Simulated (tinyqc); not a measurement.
# From one set of inputs to another, one input at a time

Model: single-oscillator infrared dielectric function of a polar cubic crystal. Computed by tinyqc, a small Python program. Command: `OMP_NUM_THREADS=1 python tinyqc.py 3010969 3010970 out.jsonl infrared ladder`. One thread of a shared host (Intel(R) Xeon(R) Processor @ 2.30GHz), about 0.01 s of CPU time with the checks.

One ion pair, charges +Z* and -Z*, in a cell of volume Omega = a^3. Frequencies omega are given as wavenumbers (1/cm); eps_s is the static dielectric constant.

The inputs printed are set A. Inputs not listed in the table keep their values of set A, so the rows need not describe a real material.

Inputs (values chosen for the exercise, for a model crystal):
```
quantity                    value      unit
lattice constant a           4.18  angstrom
mass M_A                     49.5         u
mass M_B                     59.3         u
omega_TO                      208      1/cm
Born charge Z*               2.69         e
eps_inf                       5.1         -
phonon damping gamma          2.8      1/cm
probe frequency / omega_TO  0.677         -
```

Structure: caesium chloride. Free carriers: absent.

Constants: nu for 1 eV/(angstrom^2 u) = 15.6333042 THz; 1 THz = 33.35640952 1/cm; e^2/(4 pi eps_0) = 14.39964548 eV angstrom.

Method:
- mu = M_A M_B/(M_A + M_B); ionic plasma term W^2 = 4 pi Z*^2 (e^2/(4 pi eps_0))/(Omega mu) in eV/(angstrom^2 u), turned into 1/cm by W = 15.6333042 x 33.35640952 x sqrt(W^2); omega_LO^2 = omega_TO^2 + W^2/eps_inf; eps_s = eps_inf + W^2/omega_TO^2; Szigeti charge 3 Z*/(eps_inf + 2); longitudinal (Callen) charge Z*/eps_inf.
- eps(omega) = eps_inf + W^2/(omega_TO^2 - omega^2 - i gamma omega); n + i k = sqrt(eps) with k >= 0; R = |(n + i k - 1)/(n + i k + 1)|^2 at normal incidence from vacuum.
- omega is the probe ratio times omega_TO. Intensity decays over 1/(4 pi omega k); the loss function is Im(-1/eps).

Each row keeps all changes above it:
```
input moved                    from     to   eps_s  Szigeti charge (e)  reflectivity R
set A                             -      -   9.277              1.1366         0.31723
mass M_A (u)                   49.5  132.9   7.848              1.1366         0.27312
omega_TO (1/cm)                 208   99.4  17.134              1.1366         0.46069
eps_inf                         5.1   2.62  14.654              1.7468         0.44316
phonon damping gamma (1/cm)     2.8    5.4  14.654              1.7468         0.44299
lattice constant a (angstrom)  4.18   4.12  15.187              1.7468         0.45018
mass M_B (u)                   59.3  35.45  21.033              1.7468         0.51294
Born charge Z* (e)             2.69   1.34   7.189              0.8701         0.28872
```

Where does the difference come from?

eps_s goes from 9.28 to 7.19, a factor 0.775 in all. The largest single move comes from Born charge Z* (a factor 0.342), and omega_TO works against it (a factor 2.18). Szigeti charge goes from 1.14 to 0.870, a factor 0.766 in all. The largest single move comes from Born charge Z* (a factor 0.498), and eps_inf works against it (a factor 1.54). Reflectivity R goes from 0.317 to 0.289, a factor 0.910 in all. The largest single move comes from Born charge Z* (a factor 0.563), and omega_TO works against it (a factor 1.69). The single moves hold for this order of the switches; the total does not depend on the order.

Extremes, crossings and ranges named in words are read from the listed rows.
